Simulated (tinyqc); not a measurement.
Ionisation and resistivity against doping: donors with valley-orbit split 1s states.

Each donor binds at most one electron, in any of its states. For a site s, W_s = sum over its states of g exp(E/kT), and the ionised share is 1/(1 + W_s exp(eta)), eta = (EF - Ec)/kT; n = Nc F_1/2(eta); neutrality n + NA = ND x (mean ionised share); holes are neglected. Nc from N = 2 (m kB T/(4 pi c))^(3/2) with c = hbar^2/2m0, in 1/angstrom^3; times 1e24 for 1/cm^3, m = md. F_j(eta) = (1/Gamma(j + 1)) integral_0^infinity x^j dx/(1 + exp(x - eta)), which tends to exp(eta) for eta << 0.

Mobility (Caughey-Thomas form): mu = mu0 + (mu1 (T/300)^(-ga) - mu0)/(1 + ((ND + NA)/Nr)^de); rho = 1/(e n mu), e = 1.602176634e-19 C.

Constants: hbar^2/2m0 = 3.80998211 eV angstrom^2; kB = 8.617333262e-05 eV/K.

Inputs chosen for the exercise (near those of As in Si; the results hold for these values, not for the real material):
```
symbol  value               unit        meaning
md      1.085               m0          density-of-states mass of the conduction band
E       (52.8, 32.1, 31.3)  meV         binding energies of 1s(A1), 1s(T2), 1s(E)
g       (2, 6, 4)                       their degeneracies with spin
T       225                 K
mu0     61                  cm^2/(V s)  mobility at heavy doping
mu1     1365                cm^2/(V s)  mobility at light doping and 300 K
Nr      1.1e+17             1/cm^3      reference doping
de      0.72                            doping exponent
ga      2.3                             temperature exponent
```

NA = 0.

Results:
```
ND (1/cm^3)  n (1/cm^3)   n/ND  mu (cm^2/(V s))  rho (ohm cm)  rho at full ionisation
1.0e+14        1.00e+14  1.000             2629          23.8                    23.7
1.0e+15        9.96e+14  0.996             2561          2.45                    2.44
1.0e+16        9.59e+15  0.959             2255         0.289                   0.277
3.0e+16        2.68e+16  0.893             1917         0.121                   0.109
1.0e+17        7.50e+16  0.750             1398        0.0596                  0.0447
3.0e+17        1.70e+17  0.568              906        0.0404                  0.0230
1.0e+18        3.74e+17  0.374              499        0.0335                  0.0125
2.0e+18        5.65e+17  0.282              346        0.0319                 0.00902
```

From 1e16 to 1e18 1/cm^3 rho falls by a factor 8.62, not 100: the mobility takes a factor 4.52 and incomplete ionisation 2.57. n/ND is below 0.9 from 3e+16 1/cm^3 on. From a few times 1e18 1/cm^3 on, depending on the dopant, the levels merge with the band, and already below that screening lowers the binding energy, so the last rows understate n.

tinyqc: `OMP_NUM_THREADS=1 python tinyqc.py 1650145 1650146 out.jsonl`; about 0.01 s, one thread, shared Intel(R) Xeon(R) Processor @ 2.30GHz.
